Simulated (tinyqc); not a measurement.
p-n heterojunction, non-linear Poisson equation by Newton steps, Boltzmann statistics: two steps of the calculation.

One dimension, material 1 (p-type) at x < 0 and material 2 (n-type) at x > 0. Band edges: Ec = -psi in material 1 and -psi + dEc in material 2, Ev = Ec - Eg. Flat quasi-Fermi levels: 0 for holes, +V for electrons. n = Nc F((EFn - Ec)/Vt), p = Nv F((Ev - EFp)/Vt), with F(eta) = exp(eta) (Boltzmann statistics); full ionisation, no interface charge, classical densities; the doping types are chosen for the exercise.

Values chosen for this exercise; band and dielectric values those of a made-up pair:
- T = 300 K (temperature)
- Eg1 = 1.04 eV (band gap of material 1)
- Nc1 = 2.15e19 cm^-3 (conduction-band density of states of material 1)
- Nv1 = 9.73e18 cm^-3 (valence-band density of states of material 1)
- Eg2 = 1.18 eV (band gap of material 2)
- Nc2 = 2.54e19 cm^-3 (conduction-band density of states of material 2)
- Nv2 = 2.64e19 cm^-3 (valence-band density of states of material 2)
- dEc = -0.09 eV (conduction-band offset Ec2 - Ec1)
- N1 = 2.4e17 cm^-3 (acceptor density of material 1)
- N2 = 1.1e17 cm^-3 (donor density of material 2)
- V = 0 V (bias of side 1 against side 2)

Constants: q = 1.602176634e-19 C, kB = 1.380649e-23 J/K, Vt = kB T/q. Results are converted to the units shown.

Task 1. Newton step. Solve the tridiagonal system a_(i-1) d_(i-1) + b_i d_i + a_i d_(i+1) = -F_i for nodes 1 to 11, with d = 0 on fixed nodes. Each component d is damped to sign(d) Vt ln(1 + |d|/Vt) before it is added.

coupling a_i, interval 0 to 11 (F/cm^2): 4.4270939e-7  5.2176464e-7  6.1513305e-7  7.2593341e-7  8.5937705e-7  1.0075455e-6  1.0339321e-6  6.1673998e-7  4.1788456e-7  2.8210504e-7  1.9231677e-7  1.2775328e-7

```
node  diagonal b (F/cm^2)  residual F (C/cm^2)
1           -4.5043058e-6       -9.2329902e-10
2           -3.7894663e-6        -4.4339382e-9
3           -2.6787081e-6        -1.0941559e-8
4           -1.8114478e-6        -2.8271062e-9
5           -1.8724882e-6         1.1387660e-8
6           -2.0415010e-6        -3.6700829e-8
7           -1.6506843e-6        -2.0837987e-8
8           -1.0444467e-6        -2.8012815e-8
9           -1.3549157e-6        -4.4767110e-9
10          -2.9268768e-6       -8.9310445e-10
11          -4.2830820e-6       -1.8979784e-10
```

psi at the start, node 0 to 12 (V): -0.94428736  -0.94364241  -0.94043414  -0.92700298  -0.88536919  -0.79384739  -0.65653813  -0.51843643  -0.35542280  -0.25696700  -0.23284115  -0.23073956  -0.23068721

Give: Newton step d, before damping; psi after iteration 1.

Result 1.

Newton step d, before damping, node 1 to 11 (V): -0.0007  -0.0045  -0.0200  -0.0550  -0.0958  -0.1424  -0.1523  -0.1352  -0.0460  -0.0048  -0.0003
psi after iteration 1, node 0 to 12 (V): -0.9443  -0.9444  -0.9446  -0.9418  -0.9149  -0.8339  -0.7050  -0.5683  -0.4027  -0.2834  -0.2372  -0.2310  -0.2307

Task 2. Band edges, densities and displacement. Ec, Ev, n and p as defined; D = a_k (psi_(k+1) - psi_k) on the interval that holds the interface.

```
node  x (nm)  converged psi (V)  material
0       -114        -0.94428736         1
1      -87.6        -0.94422615         1
2      -65.2        -0.94374900         1
3      -46.2        -0.94067749         1
4      -30.1        -0.92595961         1
5      -16.5        -0.87978360         1
6       -4.9        -0.79627775         1
7        4.9        -0.67523923         2
8       19.4        -0.50704432         2
9       40.8        -0.33451278         2
10      72.5        -0.24181687         2
11       119        -0.23119051         2
12       189        -0.23068721         2
```

coupling a_i, interval 0 to 11 (F/cm^2): 4.4270939e-7  5.2176464e-7  6.1513305e-7  7.2593341e-7  8.5937705e-7  1.0075455e-6  1.0339321e-6  6.1673998e-7  4.1788456e-7  2.8210504e-7  1.9231677e-7  1.2775328e-7

Find: Ec; Ev; n; p; D.

Result 2.

```
node  Ec (eV)  Ev (eV)  n (cm^-3)  p (cm^-3)
0     0.94429  -0.0957     2945.2  2.4000e17
1     0.94423  -0.0958     2952.1  2.3943e17
2     0.94375  -0.0963     3007.1  2.3505e17
3     0.94068  -0.0993     3386.5  2.0872e17
4     0.92596  -0.1140     5984.1  1.1812e17
5     0.87978  -0.1602      35705  1.9797e16
6     0.79628  -0.2437   9.0274e5  7.8300e14
7     0.58524  -0.5948   3.7432e9   2.6919e9
8     0.41704  -0.7630  2.5049e12   4.0227e6
9     0.24451  -0.9355  1.9824e15     5082.9
10    0.15182  -1.0282  7.1519e16     140.89
11    0.14119  -1.0388  1.0788e17     93.406
12    0.14069  -1.0393  1.1000e17     91.605
```

D = 125.15 nC/cm^2

Computed by the program tinyqc: `OMP_NUM_THREADS=1 python tinyqc.py 2040116 2040117 out.jsonl`, one thread of a shared Intel Xeon 2.30GHz, about 0.03 s for the whole run.
